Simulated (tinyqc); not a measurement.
Dopant redistribution at a moving silicon-oxide interface during parabolic oxidation: one step, computed by the program tinyqc. Command: `OMP_NUM_THREADS=1 python tinyqc.py 3001525 3001526 out.jsonl segox walk`. One thread of a shared host (Intel(R) Xeon(R) Processor @ 2.30GHz), about 0.01 s of CPU time with the checks.

Uniformly doped silicon is oxidised with x_ox = sqrt(B t); the interface advances into the silicon by alpha x_ox, alpha = 0.44. The dopant does not move in the oxide, and at the interface C(silicon) = m C(oxide).

Question. Profile below the interface. With the dopant diffusivity D and s = alpha x_ox/(2 sqrt(D t)), in the silicon C = C_B + (C_s - C_B) erfc(y/(2 sqrt(D t)))/erfc(s), y from the original surface. Dopant balance at the interface gives C_s/C_B = 1/[1 + (1/(m alpha) - 1) g], g = sqrt(pi) s exp(s^2) erfc(s). Depths z are counted from the present interface: y/(2 sqrt(D t)) = s + z/(2 sqrt(D t)); take z/(2 sqrt(D t)) = 0, 0.05, 0.1, 0.2, 0.3, 0.5, 0.75, 1, 1.5.

Inputs (values chosen for the exercise, modelled on antimony in silicon under dry oxygen): temperature T = 1175 C.

diffusion length 2 sqrt(D t) = 0.7600625 um

ratio C_s/C_B = 1.299819

s = 0.2034426

Give: Profile.

Answer.

Profile:
```
z/(2 sqrt(D t))  z (um)  C/C_B
0.00              0.000  1.300
0.05              0.038  1.279
0.10              0.076  1.259
0.20              0.152  1.220
0.30              0.228  1.185
0.50              0.380  1.124
0.75              0.570  1.069
1.00              0.760  1.034
1.50              1.140  1.006
```

Caution: parabolic growth needs an oxide much thicker than the Deal-Grove length A, which fails for thin films and low temperatures; oxidation-enhanced or retarded diffusion is ignored.
